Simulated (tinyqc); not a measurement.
Inside a calculation. Model: a square-lattice strip 2 sites wide in a magnetic flux, recursive Green functions.

tinyqc, about 0.01 s, one thread, Intel Xeon 2.30GHz (shared host): `OMP_NUM_THREADS=1 python tinyqc.py 2660017 2660018 out.jsonl` Printed values are rounded.

The device has N = 4 slices of 2 site(s), nearest-neighbour hopping -t, and site energies U; the leads are semi-infinite continuations with site energy 0 and no flux. The hopping from slice i to i + 1 inside the device carries the phase exp(2 pi i f j) on row j = 1, 2, ...: V = <i+1|H|i> = -t diag(exp(2 pi i f j)).

Inputs (values chosen for the exercise):
- t = 1 eV (hopping (matrix element -t))
- U = [-0.5, 0.09, 0.22, -0.02, 1.06, 0.54, -0.59, 0.28] eV (site energies, slice by slice (2 a slice))
- E = -1.53 eV (energy)
- f = 0.41 h/q (magnetic flux through each plaquette inside the device)

## Self-energy of the leads

Transverse modes n = 1..2: chi_n(j) = sqrt(2/3) sin(pi n j/3), energy e_n = -2 t cos(pi n/3). Sigma = t^2 sum_n chi_n chi_n^T g(E - e_n), g(x) = (x - i sqrt(4 t^2 - x^2))/(2 t^2) for |x| < 2 t and (x - sign(x) sqrt(x^2 - 4 t^2))/(2 t^2) otherwise; Gamma = i (Sigma - Sigma^dagger); both leads give the same.

Sigma (eV):
```
[[-0.377629-0.482124i, 0.112629-0.482124i],
 [0.112629-0.482124i, -0.377629-0.482124i]]
```

Gamma (eV):
```
[[0.964248, 0.964248],
 [0.964248, 0.964248]]
```

open modes = 1

## Hopping between slices

V = -t diag(exp(2 pi i f j)), j = 1, 2, ...

V (eV):
```
[[0.844328-0.535827i, 0.000000+0.000000i],
 [0.000000+0.000000i, -0.425779+0.904827i]]
```

## Slice 1

Forward pass: g_1 = (E - H_1 - Sigma)^(-1), g_i = (E - H_i - V g_(i-1) V^dagger)^(-1), with Sigma also subtracted on the last slice; G_(i,1) = g_i V G_(i-1,1), starting from g_1. H_i is the block of slice i: its site energies on the diagonal and -t between neighbouring rows.

g_1 (1/eV):
```
[[-0.281623-0.698572i, 0.265935-0.505048i],
 [0.265935-0.505048i, -0.277277-0.365135i]]
```

## Slice 2

As before.

g_2 (1/eV):
```
[[-2.85970-1.45934i, -3.19512-2.05775i],
 [-2.70549-0.61086i, -3.85985-1.26104i]]
```

G_(2,1) (1/eV):
```
[[0.94919-0.01481i, -2.32765+1.07629i],
 [0.63569-0.63087i, -2.07411+1.37017i]]
```

## Slice 3

As before.

g_3 (1/eV):
```
[[-0.358358-0.094964i, -0.297365-0.512703i],
 [-0.200971+0.243072i, -0.128651-0.215853i]]
```

G_(3,1) (1/eV):
```
[[0.009519-0.293425i, -0.452891+0.273664i],
 [0.110716+0.124255i, -0.730122-0.377335i]]
```

## Slice 4

As before.

g_4 (1/eV):
```
[[0.070659-0.808342i, 0.222841-0.451520i],
 [0.619685-0.150887i, -0.203857-0.266910i]]
```

G_(4,1) (1/eV):
```
[[-0.229143+0.185313i, 0.285891-0.181896i],
 [-0.085454-0.101222i, -0.341034+0.256956i]]
```

## Transmission and its channels

T(E) = Tr[Gamma G_(N,1) Gamma G_(N,1)^dagger]. The non-zero eigenvalues T_n of the matrix under the trace are the channel transmissions; Fano factor sum T_n (1 - T_n)/sum T_n.

T(E) = 0.150657
T_n: [0.150657]
Fano factor = 0.849343

With 1 open mode(s) in the leads T(E) cannot exceed 1. Inverting the whole matrix gives the same value.
